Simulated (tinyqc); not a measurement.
## Composition from the perpendicular lattice constant

Problem. The layer is x parts of the first compound and 1 - x of the second, grown coherently on the third as substrate and barrier. Rows of the table: lattice constant a, average valence level Ea on an absolute scale, spin-orbit splitting so, gaps at Gamma, X and L, hydrostatic deformation potentials av and ac (Gamma), shear potential b, elastic constants, electron and heavy-hole (along z) masses. All are interpolated linearly in x; gaps get -C x (1 - x), taken wholly in the conduction band; real line-ups can differ from this model by 0.1 eV or more. In-plane strain e = (a_substrate - a)/a, e_z = -2 (c12/c11) e, volume change 2 e + e_z. X-ray diffraction gives a_z = a (1 + e_z) of the coherent layer. Find x, e and the relaxed Gamma gap.

Parameters, values chosen for the exercise:
- CG = 1.43 eV (bowing of the Gamma gap)
- CX = 1.2 eV (bowing of the X gap)
- CL = 1.2 eV (bowing of the L gap)

Binary compounds, values chosen for the exercise:
```
	close to GaSb	close to GaAs	close to InP
a (angstrom)	6.096	5.653	5.869
Ea (eV)	-6.25	-6.92	-7.04
so (eV)	0.768	0.34	0.109
EG (eV)	0.72	1.42	1.34
EX (eV)	1.03	1.91	2.2
EL (eV)	0.807	1.71	1.92
av (eV)	0.796	1.16	1.26
ac (eV)	-6.92	-7.09	-5.08
b (eV)	-1.98	-1.7	-1.68
c11 (GPa)	88.7	118	102
c12 (GPa)	40.5	54.6	55.9
me (m0)	0.0385	0.0675	0.0807
mh (m0)	0.249	0.348	0.534
```

lattice constant along the growth direction = 5.80296746 angstrom

Answer. a_z changes steadily with x, about (1 + 2 c12/c11) times as fast as the relaxed lattice constant, so one composition matches.

x = 0.4100
e = 0.5891 %
relaxed Gamma gap = 0.7871 eV

Numbers from tinyqc (`OMP_NUM_THREADS=1 python tinyqc.py 2690004 2690005 out.jsonl`; about 0.01 s on one thread of a shared Intel Xeon 2.30GHz).
